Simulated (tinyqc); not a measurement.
Which input was changed? Model: thermal, flicker and telegraph noise of a field-effect transistor. Computed by tinyqc, a small Python program. Command: `OMP_NUM_THREADS=1 python tinyqc.py 3022565 3022566 out.jsonl noise which`. One thread of a shared host (Intel(R) Xeon(R) Processor @ 2.30GHz), about 0.06 s of CPU time with the checks.

Strong inversion, threshold roll-off and channel-length modulation left out; noise sources are uncorrelated and are given as one-sided spectral densities.

Inputs (values chosen for the exercise, modelled on a silicon n-channel):
```
quantity                                   value         unit
width W                                       10   micrometre
length L                                      59           nm
electrical oxide thickness t                   2           nm
mobility mu                                  190   cm^2/(V s)
saturation velocity v_s                     0.85     1e7 cm/s
overdrive V_ov                              0.75            V
thermal noise factor gamma                 0.667            -
oxide trap density N_t                   2.3e+18  1/(eV cm^3)
oxide barrier phi                            2.5           eV
oxide mass m_ox                             0.34          m_0
Coulomb scattering coefficient alpha_sc     2100        V s/C
frequency f                                   50           Hz
temperature T                                300            K
```

Operating region: saturation. Flicker model: number with correlated mobility.

Constants: eps_0 = 8.8541878128e-12 F/m; hbar = 1.054571817e-34 J s; m_0 = 9.1093837015e-31 kg; e = 1.602176634e-19 C; k_B = 8.617333262e-05 eV/K; k_B = 1.380649e-23 J/K.

Method:
- C_ox = 3.9 eps_0/t; V_c = 2 v_s L/mu; I = W C_ox v_s V_ov^2/(V_ov + V_c); g_m = W C_ox v_s V_ov (V_ov + 2 V_c)/(V_ov + V_c)^2; g_d0 = mu C_ox (W/L) V_ov.
- Tunnelling length lambda = hbar/(2 sqrt(2 m_ox phi)); flat-band noise S_Vfb = e^2 k_B T lambda N_t/(W L C_ox^2 f). S_I = g_m^2 S_Vfb (1 + alpha_sc mu C_ox I/g_m)^2.
- Thermal: S_I = 4 k_B T gamma g_d0; input-referred S_V = S_I/g_m^2; corner f_c where flicker equals thermal.
- Total input noise from 1 Hz to f_c: sqrt(S_V,thermal [f_c ln(f_c/1 Hz) + f_c - 1 Hz]).

Question. One of these inputs alone was changed, within the range given: electrical oxide thickness t (1 to 4); mobility mu (95 to 380); overdrive V_ov (0.375 to 1.5); Coulomb scattering coefficient alpha_sc (1050 to 4200). Which one, and to what value?

Results:
```
run     input noise up to f_c (microvolt)  flicker S_I/I^2 (1/Hz)  input-referred thermal noise (nV/sqrt(Hz))
before                           190.2497            1.216370e-10                                    1.763713
after                            182.1162            1.173108e-10                                    1.702452
```

Answer.

Each candidate set to reproduce input noise up to f_c, and what it then gives:
```
candidate                                        range searched  value needed  flicker S_I/I^2 (1/Hz)  input-referred thermal noise (nV/sqrt(Hz))
electrical oxide thickness t (nm)                        1 to 4         1.885              1.1160e-10                                      1.7122
mobility mu (cm^2/(V s))                              95 to 380         164.0              1.1731e-10                                      1.7025
overdrive V_ov (V)                                 0.375 to 1.5        0.6474              1.5746e-10                                      1.7025
Coulomb scattering coefficient alpha_sc (V s/C)    1050 to 4200          1780              1.1190e-10                                      1.7637
```

Only mobility mu fits every result: it went from 190 to 164 cm^2/(V s). The next best candidate, Coulomb scattering coefficient alpha_sc, misses one result by 4.6 %.
